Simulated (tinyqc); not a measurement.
Chemical vapour deposition: Grove model, boundary layer, depletion and step coverage: one step, computed by the program tinyqc. Command: `OMP_NUM_THREADS=1 python tinyqc.py 3031406 3031407 out.jsonl cvd walk`. One thread of a shared host (Intel(R) Xeon(R) Processor @ 2.30GHz), about 0.03 s of CPU time with the checks.

A precursor diffuses to the surface and reacts there at first order; each molecule that reacts adds one formula unit of film.

Task: Step coverage in a trench. In a long trench of width w and depth l = aspect ratio x w: Knudsen diffusivity D_K = (2w) c/3 (hydraulic diameter 2w), combined as 1/D_e = 1/D_K + 1/D; D_e d2C/dz2 = 2 k_s C/w with D_e dC/dz = -k_s C at the floor. With m = sqrt(2 k_s/(w D_e)): C(floor)/C(top) = 1/[cosh(m l) + (k_s/(D_e m)) sinh(m l)].

Inputs (values chosen for the exercise, close to those used for polysilicon from silane): temperature T = 630 C; trench width w = 0.076 um; aspect ratio of the trench = 30.

Reactor: horizontal, reduced pressure.

mean speed c = 77302.24 cm/s

gas diffusivity D = 15.89036 cm^2/s

surface rate constant k_s = 1.907405 cm/s

Give: Knudsen diffusivity D_K; effective diffusivity D_e; modulus m l; step coverage.

Result:

Knudsen diffusivity D_K = 0.3917 cm^2/s

effective diffusivity D_e = 0.3822 cm^2/s

modulus m l = 0.2613

step coverage = 0.9657

Caution: the hydraulic-diameter form of D_K is rough for a slit.
